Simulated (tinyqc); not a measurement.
Molecular dynamics of a small cluster by velocity Verlet steps: one step, computed by the program tinyqc.

E = sum_(i<j) phi(r_ij), phi(r) = eps [exp(-2 alpha (r - r0)) - 2 exp(-alpha (r - r0))]; the force on i is -sum_j phi'(r_ij) (R_i - R_j)/r_ij.

Problem. State at the start. Velocity Verlet: a = c F/M with c = 9.648533212e-3 angstrom/fs^2 per eV/(angstrom u); R(new) = R + v dt + a dt^2/2; v(new) = v + (a + a(new)) dt/2. Kinetic energy K = M v^2/(2c); temperature T = 2K/((3N - 3) k_B), rotation of the cluster included.

Inputs (values chosen for the exercise, for model atoms): length r0 = 3.18 angstrom; well depth eps = 0.45 eV; stiffness alpha = 1.57 1/angstrom; atomic mass M = 56.2 u; time step dt = 11 fs.

Potential: Morse. Thermostat: none.

starting positions (angstrom), rows atom 1, atom 2, atom 3, columns x, y, z:
$$\begin{pmatrix}
0.02 & -0.04 & -0.05 \\
3.17 & -0.08 & -0.04 \\
1.65 & 2.74 & 0
\end{pmatrix}$$

starting velocities (angstrom/fs), rows atom 1, atom 2, atom 3, columns x, y, z:
$$\begin{pmatrix}
-0.00075 & 0.00152 & 0.00026 \\
0.0006 & -0.00087 & 5e-05 \\
0.00014 & -0.00065 & -0.00031
\end{pmatrix}$$

Constants: 1 eV/(angstrom u) = 9.648533212e-03 angstrom/fs^2; k_B = 8.617333262e-05 eV/K.

Give: forces; potential energy; kinetic energy; temperature.

Solution.

forces (eV/angstrom), rows atom 1, atom 2, atom 3, columns x, y, z:
$$\begin{pmatrix}
-0.02712 & 0.07529 & 0.00111 \\
0.04704 & 0.04306 & 0.00085 \\
-0.01992 & -0.11835 & -0.00196
\end{pmatrix}$$

potential energy = -1.3464 eV

kinetic energy = 0.013391 eV

temperature = 51.800 K
